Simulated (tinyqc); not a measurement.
In-plane mass from two subband densities.

Inverse problem. At zero temperature each occupied subband holds N_k = D (EF - E_k), D = md m0 q/(pi hbar^2) per eV. Two subbands are occupied. Find md, EF - E1 and EF - E2.

Constants: q = 1.602176634e-19 C, hbar = 1.054571817e-34 J s, m0 = 9.1093837015e-31 kg. Results are converted to the units shown.

N1, N2 (cm^-2): 8.0465746e11  2.1e11
E2 - E1 = 21.8 meV

Answer. N1 - N2 = D (E2 - E1) gives D and so md; each N_k/D is a distance to EF.

md = 0.0653 m0
EF - E1 = 29.5 meV
EF - E2 = 7.70 meV

tinyqc, about 0.4 s, one thread, Intel Xeon 2.30GHz (shared host): `OMP_NUM_THREADS=1 python tinyqc.py 2140018 2140019 out.jsonl`
